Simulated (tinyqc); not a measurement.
Contact resistivity and sheet resistance from two contact lengths.

Inverse problem. Rc = [sqrt(rc Rsh)/Wc] coth(Lc/(2 LT)), LT = sqrt(rc/Rsh), Wc = 81 nm; the second contact is twice as long as the first. Find LT, rc and Rsh.

Rc for Lc = 42 and 84 nm (ohm): [148.279117, 84.5007693]

Answer. With t = tanh(Lc/(2 LT)) for the shorter contact, the resistance of the longer over that of the shorter is (1 + t^2)/2. Then sqrt(rc Rsh) = Rc t Wc, and rc and Rsh follow by multiplying and dividing by LT.

LT = 53.45 nm
rc = 2.400e-9 ohm cm^2
Rsh = 84.00 ohm

Numbers from tinyqc (`OMP_NUM_THREADS=1 python tinyqc.py 2170025 2170026 out.jsonl`; about 0.03 s on one thread of a shared Intel Xeon 2.30GHz).
